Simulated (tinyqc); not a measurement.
Worked calculation: recursion (Haydock) method for the local density of states: surface site of a square lattice. Values are carried at full precision from step to step, so a last printed digit may differ when a step is redone from the rounded ones.

One orbital a site at energy 0, hopping -t to the 4 nearest neighbours of a square lattice; the start u0 is a site in the outermost layer of a half crystal, with energy V. Recursion: a_n = <u_n|H|u_n>, b_(n+1) u_(n+1) = (H - a_n) u_n - b_n u_(n-1), b > 0. G(z) = 1/(z - a0 - b1^2/(z - a1 - b2^2/(...))), z = E + i eta. After n levels the tail is b_n^2 T with the square-root terminator T = (z - sqrt(z - 2b) sqrt(z + 2b))/(2 b^2), b = 2t so that the band edges lie at -/+ 4t.

Parameters, chosen for this exercise:
- t = 1.31 eV (hopping)
- V = 0 eV (shift of the starting site)
- n = 6 (levels kept)
- E = -2.93 eV (energy)
- eta = 0.066 eV (broadening)

## The coefficients

Carry the recursion for n levels; the lattice is large enough that no wall but the surface is met.

Coefficients:
```
n,a_n (eV),b_(n+1) (eV),b_(n+1)^2/t^2
0,0.0000,2.26899,3.0000
1,0.0000,2.50846,3.6667
2,0.0000,2.54958,3.7879
3,0.0000,2.58088,3.8815
4,0.0000,2.59024,3.9096
5,0.0000,2.60013,3.9396
```

b1^2/t^2 = 3 counts the neighbours of the start. All a_n vanish because the lattice is bipartite and V = 0. The b_n tend to a quarter of the band width, 2.620 eV.

## Moments from the coefficients

For a1 = a2 = 0: mu1 = a0, mu2 = a0^2 + b1^2, mu3 = a0^3 + 2 a0 b1^2, mu4 = a0^4 + 3 a0^2 b1^2 + b1^4 + b1^2 b2^2.

mu1 to mu4 (eV^n): 0.000  5.148  0.000  58.900

mu4/t^4 = 20 is the number of closed walks of four steps.

## The continued fraction at one energy

Start from the terminator and work up: G_i = 1/(z - a_i - S_i), S_i = b_(i+1)^2 G_(i+1), with T in place of G_n. The density is -Im G_0/pi.

Levels of the fraction:
```
i,S_i (eV),G_i (1/eV)
5,-1.4209-2.1072i,-0.2156-0.3105i
4,-1.4464-2.0830i,-0.2176-0.3151i
3,-1.4492-2.0991i,-0.2152-0.3147i
2,-1.3990-2.0455i,-0.2251-0.3104i
1,-1.4162-1.9532i,-0.2377-0.3171i
0,-1.2237-1.6323i,-0.2944-0.2930i
```

local density of states = 0.0933 1/eV

A direct sum over the zone gives 0.0926 1/eV at the same z; 6 levels miss it by +0.8 %.

## Checks

- G from 10 levels against a direct sum over the zone at E = 8.3840 eV, above the band (1/eV): both 0.12984.

Program tinyqc; command `OMP_NUM_THREADS=1 python tinyqc.py 1481091 1481092 out.jsonl`; about 0.01 s on one thread of a shared Intel(R) Xeon(R) Processor @ 2.30GHz.
